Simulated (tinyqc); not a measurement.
Single-photon avalanche diode, trigger probability and counting: effect of the width of the multiplication layer.

A multiplication layer of width W with the uniform field V/W; alpha = an exp(-bn/E) for electrons, beta = ap exp(-bp/E) for holes (local model, no dead space). a = alpha W, b = beta W. Electrons enter at x = 0, holes at x = W. P0 is the probability that an electron entering at 0 starts a lasting avalanche, PW the same for a hole entering at W.

Breakdown: ln(a/b) = a - b with a not equal to b. Above it PW/(1 - PW) = [P0/(1 - P0)] exp(b - a) and b ln(1 - P0) = a ln(1 - PW); the mean over pairs made evenly in the layer is Pm = ln[(1 - PW)/(1 - P0)]/(a - b). The excess bias is 10 % of VB in every row.

Inputs (values chosen for the exercise); ionisation coefficients close to those of silicon:
```
symbol,value,unit,meaning
an,7.24e5,1/cm,electron prefactor
bn,1.22,MV/cm,electron field
ap,1.55e6,1/cm,hole prefactor
bp,2.07,MV/cm,hole field
```

Results:
```
W (um)  VB (V)  E at VB (MV/cm)  beta/alpha at VB      P0      PW
0.15     8.861           0.5907            0.5078  0.4870  0.3205
0.25     12.41           0.4964            0.3863  0.5862  0.3285
0.41     17.60           0.4292            0.2955  0.6752  0.3282
0.67     25.32           0.3779            0.2258  0.7533  0.3214
1.1      37.05           0.3368            0.1716  0.8199  0.3093
3        82.56           0.2752           0.09753  0.9155  0.2732
5        125.7           0.2514           0.07281  0.9461  0.2511
```

Estimate the missing row, W = 1.8 um.

Computed row:
```
W (um)  VB (V)  E at VB (MV/cm)  beta/alpha at VB      P0      PW
1.8      54.65           0.3036            0.1302  0.8732  0.2931
```

With this row back in the table: As W grows, VB rises from 8.86 to 126 V, as W^(0.76) on average, the breakdown field falls from 0.591 to 0.251 MV/cm and beta/alpha falls from 0.508 to 0.0728. At equal relative excess P0 rises from 0.487 to 0.946 and PW goes from 0.320 through a maximum of 0.329 (at W = 0.25 um among the rows listed) to 0.251. For W = 0.15, 0.25 dead space and band-to-band tunnelling, left out here, matter.

Program tinyqc, `OMP_NUM_THREADS=1 python tinyqc.py 2630119 2630120 out.jsonl`; Intel Xeon 2.30GHz, shared host, one thread, about 0.01 s.
